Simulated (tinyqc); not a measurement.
Octagonal on-chip spiral inductor, lumped pi model: one step of the calculation.

Outer diameter do = di + 2 n wd + 2 (n - 1) sp, mean da = (do + di)/2, fill p = (do - di)/(do + di), length l = 3.314 n da. L = 2.25 mu0 n^2 da/(1 + 3.55 p), mu0 = 4 pi 1e-7 H/m. Rs = rho l/(wd delta (1 - exp(-th/delta))), delta = sqrt(rho/(pi f mu0)). Cs = n wd^2 eps0 eo/hu across the coil. At each end Cox = l wd eps0 eo/(2 ho) leads to the substrate branch Rsi = 2 rs he/(l wd) in parallel with Csi = l wd eps0 11.7/(2 he). With one end grounded Y = 1/(Rs + i w L) + i w Cs + 1/[1/(i w Cox) + 1/(1/Rsi + i w Csi)], w = 2 pi f; Q = -Im Y/Re Y. Eddy currents in neighbouring turns and in the substrate are left out.

Task. Admittance, quality factor and apparent inductance. Series branch 1/(Rs + i w L), substrate branch, total Y, Q = -Im Y/Re Y, apparent inductance Im(1/Y)/w, metal-only value w L/Rs, share of the loss in the substrate Re(substrate branch)/Re Y.

Parameters, values chosen for the exercise: frequency f = 5.3 GHz.

L = 0.53079835 nH
Rs = 2.0614094 ohm
Cs = 1.6951745 fF
Cox = 10.663678 fF
Rsi = 183.29546 ohm
Csi = 5.6517492 fF

Give: series branch; substrate branch; Y; Q; apparent inductance; w L/Rs; share of the loss in the substrate.

Result.

series branch = 6.51-55.81i mS
substrate branch = 0.0229+0.3528i mS
Y = 6.53-55.41i mS
Q = 8.482
apparent inductance = 0.5346 nH
w L/Rs = 8.575
share of the loss in the substrate = 0.3504 %

Q is 98.9 % of the metal-only value.

Program tinyqc, `OMP_NUM_THREADS=1 python tinyqc.py 2302091 2302092 out.jsonl`; Intel Xeon 2.30GHz, shared host, one thread, about 0.01 s.
